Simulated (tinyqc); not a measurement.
p-type polysilicon, carrier trapping at grain boundaries: effect of the temperature.

One-dimensional grains of size Lg, uniform ionised doping N, monovalent traps Qt at each boundary at a depth Et below (for electrons) or above (for holes) the band edge there, abrupt depletion of width W on each side of a boundary, Boltzmann statistics. xi is the distance from the band edge at the grain centre to the Fermi level. Trapped charge Qt/(1 + exp((xi + VB - Et)/Vt)) = 2 N W, barrier VB = q N W^2/(2 eps0 eps_r).

NB is given at 250 K and scales as (T/250 K)^1.5. If the trap equation with xi = Vt ln(NB/N) has a root W < Lg/2, the grain is partly depleted; otherwise W = Lg/2 and the trap equation gives xi = Et - VB + Vt ln(Qt/(N Lg) - 1). N* = Qt/Lg. n0 = NB exp(-xi/Vt); mean density n0 (1 - 2 W/Lg) by charge balance in a partly depleted grain, and n0 (sqrt(pi)/2) erf(u)/u with u = sqrt(VB/Vt) in a fully depleted one; v = sqrt(kB T/(2 pi ms m0)); barrier resistivity Vt exp(VB/Vt)/(q fe n0 v Lg); grain resistivity (1 - 2 W/Lg)/(q n0 mug); effective mobility 1/(q mean density total resistivity). Rows with xi above 0.45 V, towards mid-gap, are left out, since the other carrier type is ignored.

Values chosen for this exercise; values of the order met in polycrystalline silicon: relative permittivity eps_r = 11.7; valence-band density of states at the reference temperature NB = 2.02e19 cm^-3; grain size Lg = 230 nm; trap density of a grain boundary Qt = 5e12 cm^-2; depth of the trap level from the majority band edge at the boundary Et = 0.3 eV; mass for thermionic emission ms = 0.49 m0; correction factor of the emission rate fe = 0.5; mobility inside the grains mug = 66 cm^2/(V s); doping N = 1.7e18 cm^-3.

Constants: q = 1.602176634e-19 C, kB = 1.380649e-23 J/K, m0 = 9.1093837015e-31 kg, Vt = kB T/q, eps0 = 8.8541878128e-14 F/cm where lengths are in cm. Results are converted to the units shown.

The same in every row: N/N* = 7.820.

Result of one run:

| depleted share 2 W/Lg | VB (V) | xi (V) | mean density (cm^-3) | resistivity (ohm cm) | effective mobility (cm^2/(V s)) |
|---|---|---|---|---|---|
| 0.1065 | 0.1974 | 0.06382 | 1.519e18 | 7.454 | 0.5513 |

Which temperature T gave this result: 200, 280, 320 or 440 K?

T = 280 K.

The whole series:

| T (K) | depleted share 2 W/Lg | VB (V) | xi (V) | mean density (cm^-3) | resistivity (ohm cm) | effective mobility (cm^2/(V s)) |
|---|---|---|---|---|---|---|
| 200 | 0.1142 | 0.2266 | 0.03689 | 1.506e18 | 898.9 | 0.004611 |
| 240 | 0.1104 | 0.2119 | 0.04992 | 1.512e18 | 54.26 | 0.07606 |
| 280 | 0.1065 | 0.1974 | 0.06382 | 1.519e18 | 7.454 | 0.5513 |
| 320 | 0.1026 | 0.1829 | 0.07846 | 1.526e18 | 1.737 | 2.355 |
| 360 | 0.09851 | 0.1687 | 0.09375 | 1.533e18 | 0.5913 | 6.887 |
| 400 | 0.09434 | 0.1547 | 0.1096 | 1.540e18 | 0.2712 | 14.95 |
| 440 | 0.09008 | 0.1411 | 0.1260 | 1.547e18 | 0.1580 | 25.53 |

As T goes from 200 to 440, VB falls from 0.227 to 0.141 V, the resistivity falls from 899 to 0.158 ohm cm and the effective mobility rises from 0.00461 to 25.5 cm^2/(V s). The activation energy kB ln(rho1/rho2)/(1/T1 - 1/T2) is 0.290 eV between the first two rows and 0.205 eV between the last two; mug is held fixed. For T = 200, 240 xi is under 2.5 Vt, where Boltzmann statistics begin to fail.

Program tinyqc, `OMP_NUM_THREADS=1 python tinyqc.py 2830069 2830070 out.jsonl`; Intel Xeon 2.30GHz, shared host, one thread, about 0.01 s.
